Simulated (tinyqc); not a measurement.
Worked calculation: coherent transport through a tight-binding region between two chains. Computed by tinyqc, a small Python program that keeps every step. Settings: temperature = 300, mu = 0.3. Command: `OMP_NUM_THREADS=1 python tinyqc.py 29289 29290 out.jsonl` (the two numbers bound the seeds that draw the settings). One thread of a shared host (Intel(R) Xeon(R) Processor @ 2.60GHz), about 0.08 s of CPU time with the checks.

## Transmission at E = 0.64 eV

H of the central region (eV):
```
[[0.000000, -2.410000, 0.000000, 0.000000, 0.000000],
 [-2.410000, 0.460000, -1.680000, 0.000000, 0.000000],
 [0.000000, -1.680000, 0.460000, -2.410000, 0.000000],
 [0.000000, 0.000000, -2.410000, 0.460000, -2.410000],
 [0.000000, 0.000000, 0.000000, -2.410000, 0.000000]]
```

Leads: semi-infinite chains with site energy 0:
```
parameter                           value
lead hopping t (eV)              1.750000
coupling to the left lead (eV)   1.150000
coupling to the right lead (eV)  1.420000
left contact site                       1
right contact site                      5
```

E = 0.640000 eV

Surface Green function g = (E - i sqrt(4 t^2 - E^2)) / (2 t^2); self-energy tc^2 g on each contact site; G = (E - H - Sigma)^(-1); Gamma = -2 Im Sigma; T = Gamma_L Gamma_R |G_LR|^2; local density of states -Im G_ii / pi.

g = 0.104490-0.561794i 1/eV

G (1/eV):
```
[[0.115404-0.249187i, 0.314087+0.016308i, -0.199202+0.355717i, -0.204070-0.037937i, 0.214444-0.352884i],
 [0.314087+0.016308i, -0.060372-0.100225i, 0.151141-0.012656i, 0.030796+0.070812i, -0.153441+0.007367i],
 [-0.199202+0.355717i, 0.151141-0.012656i, 0.269567-0.508929i, 0.289444+0.046834i, -0.291185+0.505431i],
 [-0.204070-0.037937i, 0.030796+0.070812i, 0.289444+0.046834i, -0.043086-0.052860i, 0.128712-0.042886i],
 [0.214444-0.352884i, -0.153441+0.007367i, -0.291185+0.505431i, 0.128712-0.042886i, 0.281572-0.502228i]]
```

local density of states (1/eV): [0.079319, 0.031903, 0.161997, 0.016826, 0.159864]

transmission = 0.574044

## Transmission across the band

The same steps on a grid of energies.

T(E):
```
E (eV)              T
-3.32500000  0.168452
-2.99250000  0.483379
-2.66000000  0.941145
-2.32750000  0.797791
-1.99500000  0.509082
-1.66250000  0.378288
-1.33000000  0.338228
-0.99750000  0.354679
-0.66500000  0.424619
-0.33250000  0.553985
0.00000000   0.700581
0.33250000   0.711969
0.66500000   0.560894
0.99750000   0.407767
1.33000000   0.315192
1.66250000   0.274638
1.99500000   0.278200
2.32750000   0.341378
2.66000000   0.545128
2.99250000   0.981699
3.32500000   0.258498
```

levels of the isolated region (eV): [-3.440656, -2.190950, 0.186008, 2.650950, 4.174648]

## Current

I = (2e/h) int T(E) [f(E - mu - V/2) - f(E - mu + V/2)] dE at 300 K with mu = 0.3 eV, the bias not changing H; 2e^2/h = 77.48092 microsiemens; the integral runs over the band on 4001 points.

Current:
```
V (volt)  I (microampere)
0.010000         0.556428
0.050000         2.781447
0.100000         5.558583
0.200000        11.082949
0.400000        21.900584
0.800000        41.914783
```
